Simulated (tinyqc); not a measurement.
## Charge-trap memory cell: threshold shift against programming time

Channel, tunnel oxide, storage layer, blocking layer, gate. N electrons per area sit in a sheet at the centroid and shift the threshold by U = (q/eps0) N (tb/eb + xc tn/en). EOT = t1 + 3.9 (tn/en + tb/eb); tunnel field F = (Vg - U)/EOT; dN/dt = eta (J/q)(1 - N/Nm). Fowler-Nordheim: J = A F^2 exp(-B/F), A = q^2/(16 pi^2 hbar mo phi) (times 1e14 for A/cm^2 with F in V/nm, emitter mass m0), B = (4/3) sqrt(mo/C) phi^1.5, C = hbar^2/(2 m0).

The rate equation is integrated from N = 0 to the digits shown; blocking field (3.9 F + q N/eps0)/eb.

Values chosen for this exercise; oxide values close to those of silicon dioxide, storage layer close to silicon nitride, blocking layer close to aluminium oxide: tunnel barrier phi = 3.13 eV; tunnelling mass mo = 0.46 m0; tunnel oxide (permittivity 3.9) t1 = 3.9 nm; storage layer tn = 5.8 nm; its relative permittivity en = 7.6; blocking layer tb = 14.1 nm; its relative permittivity eb = 9; charge centroid, share of tn counted from the blocking side xc = 0.42; capture efficiency of an empty layer eta = 0.48; trap density Nm = 2.9e13 cm^-2; gate voltage less flat band and surface potential Vg = 15.9 V.

Constants: q = 1.602176634e-19 C, hbar = 1.054571817e-34 J s, m0 = 9.1093837015e-31 kg, eps0 = 8.8541878128e-14 F/cm where lengths are in cm, hbar^2/(2 m0) = 0.0380998212 eV nm^2. Results are converted to the units shown.

Results:

| t (s) | N/Nm | U (V) | F (V/nm) | blocking field (V/nm) |
|---|---|---|---|---|
| 1.4e-6 | 0.01623 | 0.1607 | 1.212 | 0.5347 |
| 8e-6 | 0.06215 | 0.6155 | 1.177 | 0.5463 |
| 0.00025 | 0.2346 | 2.323 | 1.045 | 0.5898 |
| 0.0014 | 0.3180 | 3.149 | 0.9819 | 0.6109 |
| 0.0079 | 0.3927 | 3.889 | 0.9249 | 0.6298 |
| 0.044 | 0.4589 | 4.545 | 0.8744 | 0.6465 |
| 0.25 | 0.5189 | 5.139 | 0.8286 | 0.6616 |
| 1.4 | 0.5725 | 5.669 | 0.7878 | 0.6752 |

Estimate the missing row, t = 4.5e-5 s.

Computed row:

| t (s) | N/Nm | U (V) | F (V/nm) | blocking field (V/nm) |
|---|---|---|---|---|
| 4.5e-5 | 0.1447 | 1.433 | 1.114 | 0.5671 |

With this row back in the table: U rises from 0.161 to 5.67 V, by 0.709 V a decade at the end. In the last row the falling field has cut J by a factor of 2.67e5, and filling has cut the capture by 2.34. In 1 of the rows F t1 has dropped below phi, where direct tunnelling would add to the Fowler-Nordheim current. The blocking field reaches 6.75 MV/cm, where electrons may escape to the gate, which the model leaves out.

Range of the model: The Fowler-Nordheim form needs F t1 above phi; trap-assisted paths and leakage through the blocking layer are left out.

Numbers from tinyqc (`OMP_NUM_THREADS=1 python tinyqc.py 2130009 2130010 out.jsonl`; about 0.04 s on one thread of a shared Intel Xeon 2.30GHz).
